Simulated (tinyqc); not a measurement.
Modulation-doped quantum well, Poisson-Schroedinger loop with local exchange and correlation: two steps of the calculation.

A well of width L centred at z = 0 between barriers Vb; effective-mass electrons, parabolic bands. The electrons come from donor sheets outside the mesh, a share fL of Ns on the left and the rest on the right, so the structure is neutral. Energies are counted from the band edge of the well, with U = 0 on the first node in the Hartree part.

Values chosen for this exercise; material values those of a made-up well:
- T = 150 K (temperature)
- md = 0.201 m0 (in-plane mass)
- hz = 0.77 nm (mesh step)
- Ns = 2e12 cm^-2 (sheet density of electrons)

Constants: q = 1.602176634e-19 C, kB = 1.380649e-23 J/K, hbar = 1.054571817e-34 J s, m0 = 9.1093837015e-31 kg, Vt = kB T/q, hbar^2/(2 m0) = 0.0380998212 eV nm^2. Results are converted to the units shown.

Problem 1. Levels and probability densities. Tridiagonal Hamiltonian with psi = 0 one step beyond both ends: H_ii = C (1/m_(i-1/2) + 1/m_(i+1/2))/hz^2 + V0_i + U_i, H_(i,i+1) = -C/(m_(i+1/2) hz^2), C = hbar^2/(2 m0). The lowest 2 level(s) are kept, normalised to hz sum |psi|^2 = 1.

| node | fixed potential V0 (eV) | U after round 1 (eV) |
|---|---|---|
| 1 | 0.46428000 | -0.000238453 |
| 2 | 0.46736000 | 0.003988842 |
| 3 | 0.47044000 | 0.007849207 |
| 4 | 0.47352000 | 0.010934499 |
| 5 | 0.47660000 | 0.012361247 |
| 6 | -0.01232000 | 0.010839899 |
| 7 | -0.00924000 | 0.011408236 |
| 8 | -0.00616000 | 0.011297146 |
| 9 | -0.00308000 | 0.009462999 |
| 10 | 0.00000000 | 0.005318190 |
| 11 | 0.00308000 | -0.001201515 |
| 12 | 0.00616000 | -0.009702073 |
| 13 | 0.00924000 | -0.019486040 |
| 14 | 0.01232000 | -0.029712686 |
| 15 | 0.50740000 | -0.038242859 |
| 16 | 0.51048000 | -0.049281034 |
| 17 | 0.51356000 | -0.061736290 |
| 18 | 0.51664000 | -0.074852443 |
| 19 | 0.51972000 | -0.088275017 |

mass on the intervals 1/2, 3/2, ... (mean of both at an interface) (m0): [0.278, 0.278, 0.278, 0.278, 0.278, 0.2355, 0.193, 0.193, 0.193, 0.193, 0.193, 0.193, 0.193, 0.193, 0.2355, 0.278, 0.278, 0.278, 0.278, 0.278]

Wanted: levels; |psi|^2 of E1; |psi|^2 of E2.

Solution 1.

levels (eV): E1 0.02577, E2 0.09663

| node | \|psi\|^2 of E1 (1/nm) | \|psi\|^2 of E2 (1/nm) |
|---|---|---|
| 1 | 0.0000 | 0.0000 |
| 2 | 0.0000 | 0.0000 |
| 3 | 0.0000 | 0.0001 |
| 4 | 0.0003 | 0.0014 |
| 5 | 0.0038 | 0.0165 |
| 6 | 0.0415 | 0.1515 |
| 7 | 0.0921 | 0.2385 |
| 8 | 0.1458 | 0.2016 |
| 9 | 0.1906 | 0.0819 |
| 10 | 0.2170 | 0.0021 |
| 11 | 0.2176 | 0.0429 |
| 12 | 0.1881 | 0.1609 |
| 13 | 0.1315 | 0.2251 |
| 14 | 0.0637 | 0.1564 |
| 15 | 0.0061 | 0.0179 |
| 16 | 0.0005 | 0.0017 |
| 17 | 0.0000 | 0.0002 |
| 18 | 0.0000 | 0.0000 |
| 19 | 0.0000 | 0.0000 |

Problem 2. Fermi level and occupations. Level k holds N_k = D_k Vt ln(1 + exp((EF - E_k)/Vt)) with D = md m0 q/(pi hbar^2) per eV (spin included); EF is fixed by sum N_k = Ns.

levels (eV): E1 0.025773233, E2 0.096627310

Give: EF; N_k.

Solution 2.

EF = 0.04704 eV
N_k (cm^-2): E1 1.977e12, E2 2.316e10

Computed by the program tinyqc: `OMP_NUM_THREADS=1 python tinyqc.py 2140004 2140005 out.jsonl`, one thread of a shared Intel Xeon 2.30GHz, about 0.2 s for the whole run.
